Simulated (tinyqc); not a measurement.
Rapid thermal processing of a wafer: radiative balance, ramp and cooling, pattern effects, pyrometer error and spike budget: one step, computed by the program tinyqc. Command: `OMP_NUM_THREADS=1 python tinyqc.py 3112518 3112519 out.jsonl rtp walk`. One thread of a shared host (Intel(R) Xeon(R) Processor @ 2.30GHz), about 0.04 s of CPU time with the checks.

The wafer is opaque and uniform through its thickness unless said otherwise; temperatures in formulas are in kelvin (C + 273.15). sigma = 5.670374419e-12 W/(cm^2 K^4).

Question. Pattern effect. At steady state a sinusoidal change of absorbed power of relative amplitude a and period p gives the temperature amplitude a q/(dq/dT + k d (2 pi/p)^2); healing length l = sqrt(k d/(dq/dT)); process change = E_a dT/(k_B T^2). Emissivity is taken as unchanged.

Inputs (values chosen for the exercise, modelled on a hot silicon wafer): wafer thickness d = 525 micrometre; thermal conductivity k = 0.22 W/(cm K); wall temperature T_w = 300 K; process temperature = 862 C; relative change of absorptivity over a pattern = 8.2 %; period of the pattern = 2.9 mm; activation energy of the process E_a = 3.66 eV.

dq/dT = 40.73350 mW/(cm^2 K)

holding power q = 12.03943 W/cm^2

Constants: k_B = 8.617333262e-05 eV/K.

Give: healing length l; amplitude without lateral conduction; amplitude; change of the process rate.

Answer.

healing length l = 5.325 mm

amplitude without lateral conduction = 24.24 K

amplitude = 0.1807 K

change of the process rate = 0.5957 %

Lateral conduction cuts the amplitude to 0.75 %, since p/(2 pi l) = 0.087.
